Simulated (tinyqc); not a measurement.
Stretching all distances: RHF, UHF, MP2, CISD and CCSD against full CI in the sto-3g basis, for H6, spin multiplicity 1. Computed by the program tinyqc with PySCF. All coordinates are multiplied by the scale. c0^2 is the weight of the RHF determinant in the lowest singlet FCI state (UHF is spin-contaminated and may lie near states of higher spin) and n(LUMO) the first natural occupation beyond the occupied space.

Geometry (angstrom):
```
atom       x       y       z
H     0.0000  0.0000  0.0000
H     0.0000  0.0000  0.7720
H     0.0000  0.0000  1.7280
H     0.0000  0.0000  2.5000
H     0.0000  0.0000  3.4550
H     0.0000  0.0000  4.2270
```

Full CI energy (hartree) and errors against it (kcal/mol):
```
scale  distance 1-2 (angstrom)    E(FCI)      RHF     UHF      MP2    CISD   CCSD  <S^2> UHF   c0^2  n(LUMO)
0.900                    0.695  -3.21964   34.726  34.726   10.273   0.576  0.076      0.000  0.970    0.038
1.120                    0.865  -3.30627   48.238  48.238   16.771   1.519  0.134      0.000  0.945    0.063
1.330                    1.027  -3.25666   66.164  66.164   25.898   3.589  0.240      0.000  0.906    0.098
1.550                    1.197  -3.16052   92.111  83.604   39.625   8.203  0.412      0.714  0.843    0.153
1.770                    1.366  -3.06022  126.584  80.206   58.214  16.993  0.591      1.530  0.753    0.229
1.980                    1.529  -2.97825  167.254  64.761   79.905  30.566  0.628      2.098  0.647    0.320
2.200                    1.698  -2.91319  216.091  45.682  104.577  50.316  0.290      2.484  0.531    0.427
```

What does the comparison show, and why?

UHF parts from RHF first at scale 1.55 of those listed, where <S^2> leaves zero. The weight c0^2 goes from 0.97 to 0.53 and n(LUMO) from 0.04 to 0.43: static correlation grows as the bonds break into open-shell fragments. The spread of the error along the curve, which distorts its shape, is CCSD 0.6, UHF 48.9, CISD 49.7, MP2 94.3, RHF 181.4 kcal/mol.
